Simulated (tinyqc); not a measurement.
Millisecond and nanosecond annealing: surface heating, thermal budget and solid-phase regrowth: one step, computed by the program tinyqc. Command: `OMP_NUM_THREADS=1 python tinyqc.py 3024851 3024852 out.jsonl flash walk`. One thread of a shared host (Intel(R) Xeon(R) Processor @ 2.30GHz), about 0.01 s of CPU time with the checks.

A square pulse heats the surface of a thick wafer with constant thermal properties; losses by radiation are neglected and silicon melts at 1414 C.

Problem. Temperature in depth and time. Absorbed flux q = (1 - R) fluence/t_p; kappa = k/c. With f(z, t) = (2 q/k) sqrt(kappa t) ierfc(z/(2 sqrt(kappa t))), ierfc(x) = exp(-x^2)/sqrt(pi) - x erfc(x): T = T0 + f(z, t) during the pulse and T0 + f(z, t) - f(z, t - t_p) after it.

Inputs (values chosen for the exercise, modelled on hot silicon with phosphorus):
```
quantity                      value        unit
incident fluence               12.3      J/cm^2
pulse length t_p            0.00021           s
reflectance R                  0.43           -
thermal conductivity k         0.31    W/(cm K)
heat capacity per volume c     2.32  J/(cm^3 K)
preheat temperature T0          700           C
```

Source: scanned laser.

thermal length sqrt(kappa t_p) = 52.97202 um

Give: Temperature (C).

Solution.

Temperature (C):
```
t/t_p  surface  z = 0.5 thermal lengths  z = 1  z = 2
0.10       904                      734  702.2  700.0
0.25      1022                      814  728.7  700.6
0.50      1155                      926  795.1  709.7
0.75      1257                     1018  863.1  730.0
1.00      1344                     1098  927.8  757.3
1.10      1172                     1094  950.3  769.5
1.50      1033                     1010  950.7  811.9
2.00       967                      955  923.6  832.8
4.00       872                      869  860.5  829.3
10.00      804                      804  801.7  794.0
```

One tenth of a pulse length after the end the surface has lost 172 C: cooling starts as sqrt(t - t_p), much faster than heating ends.
